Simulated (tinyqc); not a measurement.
# Insulator thickness and V0 from two charges

Problem. In an undoped wire Vg - V0 = Q/Cox + Vt ln(Q/Q0) + Vt ln(1 + Q/Q0) at the source, with Q0 = 4 eps0 eps_r Vt/R and Cox = eps0 eox/(R ln(1 + tox/R)). Find Cox, tox and V0.

Parameters, values chosen for the exercise; material values close to those of germanium:
- T = 300 K (temperature)
- eps_r = 16 (relative permittivity of the semiconductor)
- eox = 23 (relative permittivity of the gate insulator)
- R = 4 nm (wire radius)

Constants: q = 1.602176634e-19 C, kB = 1.380649e-23 J/K, Vt = kB T/q, eps0 = 8.8541878128e-14 F/cm where lengths are in cm. Results are converted to the units shown.

Qs at Vg = 0.72 and 1.12 V (nC/cm^2): 933.21396  2311.6150

Solution. The two equations are linear in 1/Cox and V0; tox follows by inverting the logarithm.

Cox = 3.85 uF/cm^2
tox = 11.0 nm
V0 = 0.421 V

Numbers from tinyqc (`OMP_NUM_THREADS=1 python tinyqc.py 2460136 2460137 out.jsonl`; about 0.04 s on one thread of a shared Intel Xeon 2.30GHz).
